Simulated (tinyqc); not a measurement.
Worked calculation: LDA (PW92) atom on a uniform radial grid, spin-unpolarised, for C(2+). Computed by tinyqc, a small Python program that keeps every step. Settings: Z = 6, points = 192, R = 6.2, functional = lda,pw, mixing = 0.6, iteration cap = 77. Command: `OMP_NUM_THREADS=1 python tinyqc.py 26126 26127 out.jsonl` (the two numbers bound the seeds that draw the settings). One thread of a shared host (Intel(R) Xeon(R) Processor @ 2.60GHz), about 0.3 s of CPU time with the checks. Later iterations appear only in the table of the cycle.

## Iteration 1

Spherical atom on a uniform radial grid r_j = j h with h = R/(N + 1), h sum u^2 = 1 and integrals as h times sums, u(0) = u(R) = 0 (atomic units):
```
parameter           value
Z                       6
points N              192
R                6.200000
h                0.032124
mixing           0.600000
electrons in 1s         2
electrons in 2s         2
```

Three-point differences turn -u''/2 + [l(l+1)/2r^2 - Z/r + V] u = e u into a tridiagonal matrix (diagonal 1/h^2 + potential, off-diagonal -1/2h^2). D = sum f u^2; the Hartree potential y/r solves y'' = -D/r with y(0) = 0, y(R) = N_e; v_xc comes from rho = D/(4 pi r^2); E = sum f e - int D V + int D (V_H/2 + eps_xc); V(new) = V + mixing (V_H + v_xc - V).

eigenvalues (hartree): 1s -17.8359, 2s -4.4896

Every 12th grid point:
```
r         V in     u(1s)      u(2s)         D     V_H       v_xc
0.3855  0.0000    1.1270    -0.1913    2.6135  7.3178    -1.1839
0.7710  0.0000    0.2262    -1.0388    2.2604  4.6207    -0.7305
1.1565  0.0000    0.0341    -0.9251    1.7140  3.3575    -0.5208
1.5420  0.0000    0.0046    -0.5711    0.6524  2.5779    -0.3245
1.9275  0.0000    0.0006    -0.2968    0.1762  2.0729    -0.1909
2.3130  0.0000  6.89e-05    -0.1394    0.0389  1.7291    -0.1090
2.6984  0.0000  8.07e-06    -0.0613    0.0075  1.4823    -0.0608
3.0839  0.0000  9.25e-07    -0.0257    0.0013  1.2970    -0.0332
3.4694  0.0000  1.04e-07    -0.0104  2.15e-04  1.1529    -0.0178
3.8549  0.0000  1.17e-08    -0.0041  3.33e-05  1.0376    -0.0093
4.2404  0.0000  1.29e-09    -0.0016  4.92e-06  0.9433    -0.0048
4.6259  0.0000  1.41e-10    -0.0006  7.02e-07  0.8647    -0.0024
5.0114  0.0000  1.53e-11  -2.20e-04  9.69e-08  0.7982    -0.0012
5.3969  0.0000         0  -7.98e-05  1.27e-08  0.7412    -0.0006
5.7824  0.0000         0  -2.62e-05  1.37e-09  0.6918  -2.77e-04
6.1679  0.0000         0  -1.66e-06         0  0.6485  -4.28e-05
```

total energy = -34.924666 hartree

## Iteration 2

As before.

eigenvalues (hartree): 1s -13.2627, 2s -2.4574

Every 12th grid point:
```
r         V in     u(1s)      u(2s)         D     V_H       v_xc
0.3855  3.6803    1.1660    -0.0665    2.7279  6.9324    -1.2001
0.7710  2.3341    0.2804    -0.8518    1.6082  4.3854    -0.6568
1.1565  1.7020    0.0528    -0.9410    1.7764  3.2564    -0.5266
1.5420  1.3521    0.0090    -0.7228    1.0449  2.5458    -0.3747
1.9275  1.1292    0.0015    -0.4715    0.4447  2.0643    -0.2523
2.3130  0.9721  2.29e-04    -0.2803    0.1571  1.7270    -0.1653
2.6984  0.8529  3.52e-05    -0.1569    0.0492  1.4818    -0.1066
3.0839  0.7583  5.32e-06    -0.0842    0.0142  1.2969    -0.0679
3.4694  0.6811  7.96e-07    -0.0439    0.0039  1.1529    -0.0428
3.8549  0.6170  1.18e-07    -0.0223    0.0010  1.0376    -0.0266
4.2404  0.5631  1.73e-08    -0.0112  2.49e-04  0.9433    -0.0164
4.6259  0.5174  2.53e-09    -0.0055  6.02e-05  0.8647    -0.0100
5.0114  0.4782  3.69e-10    -0.0026  1.40e-05  0.7982    -0.0060
5.3969  0.4443  5.34e-11    -0.0012  3.02e-06  0.7412    -0.0035
5.7824  0.4149         0  -4.92e-04  4.84e-07  0.6918    -0.0019
6.1679  0.3891         0  -3.41e-05  2.32e-09  0.6485  -3.15e-04
```

total energy = -35.683393 hartree

## Convergence

Stop when input and output potentials agree to 1e-7.

Course of the cycle (hartree):
```
iteration           E     e(1s)    e(2s)  largest |V(out) - V(in)|
1          -34.924666  -17.8359  -4.4896                  1.00e+01
2          -35.683393  -13.2627  -2.4574                  3.13e+00
3          -35.786291  -11.7761  -1.8022                  9.43e-01
4          -35.798010  -11.3083  -1.5840                  2.79e-01
5          -35.799235  -11.1639  -1.5099                  8.31e-02
6          -35.799360  -11.1198  -1.4844                  2.51e-02
7          -35.799373  -11.1064  -1.4756                  7.65e-03
8          -35.799374  -11.1023  -1.4725                  2.48e-03
9          -35.799374  -11.1011  -1.4713                  8.84e-04
10         -35.799374  -11.1007  -1.4709                  3.17e-04
11         -35.799374  -11.1006  -1.4708                  1.15e-04
12         -35.799374  -11.1006  -1.4707                  4.22e-05
13         -35.799374  -11.1006  -1.4707                  1.55e-05
14         -35.799374  -11.1006  -1.4707                  5.77e-06
15         -35.799374  -11.1006  -1.4707                  2.15e-06
16         -35.799374  -11.1006  -1.4707                  8.57e-07
17         -35.799374  -11.1006  -1.4707                  3.53e-07
18         -35.799374  -11.1006  -1.4707                  1.44e-07
19         -35.799374  -11.1006  -1.4707                  5.81e-08
```

Converged in 19 iterations. A uniform grid resolves the cusp poorly: for a bare nucleus this grid gives 1s at -17.83586 against -Z^2/2 = -18 hartree. Before convergence this energy mixes input and output and is not variational, so it may rise towards its limit.
